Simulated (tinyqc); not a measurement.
Worked calculation: donor level screened by free carriers (Yukawa potential). Values are carried at full precision from step to step, so a last printed digit may differ when a step is redone from the rounded ones.

Screening wave number: Debye ks^2 = 4 pi q n/(eps kB T); Thomas-Fermi ks^2 = 6 pi q n/(eps EF) with EF = c (3 pi^2 n/gv)^(2/3)/m, c = hbar^2/2m0; the two are joined by 1/ks^2 = sqrt(1/ks_D^4 + 1/ks_TF^4). 1e18/cm^3 = 1e-6/angstrom^3, q = e^2/(4 pi eps0).

Constants: e^2/(4 pi eps0) = 14.39964547 eV angstrom; kB = 8.617333262e-05 eV/K; hbar^2/2m0 = 3.80998211 eV angstrom^2; Ry = 13.60569312 eV; a0 (Bohr radius) = 0.5291772105 angstrom.

Parameters, chosen for this exercise (near those of a donor in GaAs, with one mean mass; shifted at random, so the results belong to these values and not to a real crystal):
```
symbol  value  unit         meaning
m       0.07   m0           mass
eps     13.1                dielectric constant
gv      1                   valleys
T       77     K            temperature
n       0.015  x 1e18/cm^3  free-carrier density
```

## Units and screening length

Give Ry* = Ry m/eps^2, a* = a0 eps/m, EF, the three values of ks, and x = ks a*.

Ry* = 5.550 meV
a* = 99.03 angstrom
EF = 3.17 meV

ks: Debye, Thomas-Fermi, joined (1/angstrom): 0.00559  0.00990  0.00545

x = 0.5402

EF/kB T = 0.48, so the Debye value, the smaller one, controls the screening.

## One-parameter trial function

Potential -(q/(eps r)) exp(-ks r), q = e^2/(4 pi eps0). In units Ry* = Ry m/eps^2 and a* = a0 eps/m the problem is [-Laplacian - 2 exp(-x r)/r] psi = E psi with x = ks a*.

For exp(-z r): E(z) = z^2 - 8 z^3/(2z + x)^2 in Ry*. Scan z = 0.5, 0.6, ..., 1.1, then minimise; first order gives -1 + 2x.

Scan (Ry*):
```
z    kinetic  potential        E
0.5   0.2500    -0.4215  -0.1715
0.6   0.3600    -0.5706  -0.2106
0.7   0.4900    -0.7289  -0.2389
0.8   0.6400    -0.8942  -0.2542
0.9   0.8100    -1.0649  -0.2549
1.0   1.0000    -1.2398  -0.2398
1.1   1.2100    -1.4181  -0.2081
```

best z = 0.855
E = -0.2565 Ry*
binding = 1.42 meV

First order in x would give 0.080 Ry*, a rigid shift by q ks/eps; it overstates the loss of binding by 0.337 Ry*.

## Converged levels

Converged values use 18 functions exp(-z r), z = 1.55^i, i = -11 to 6: S = 2/A^3, H = z_i z_j S - 2/(A + x)^2, A = z_i + z_j.

The 1s and 2s levels and the mean radius.

1s = -0.2606 Ry*
binding = 1.45 meV
<r> = 184.6 angstrom
second root = 0.0000 Ry*

The trial function misses by 0.0041 Ry*. Screening leaves 26 % of the bare binding, 0.22 kB T. 2s is no longer bound (it unbinds at x = 0.310).

## Checks

- 1s at x = 0.5 against the known -0.29623 Ry*: both -0.29623.
- 1s at x = 0 against -1: both -1.00000.

tinyqc: `OMP_NUM_THREADS=1 python tinyqc.py 1252681 1252682 out.jsonl`; about 0.02 s, one thread, shared Intel(R) Xeon(R) Processor @ 2.30GHz.
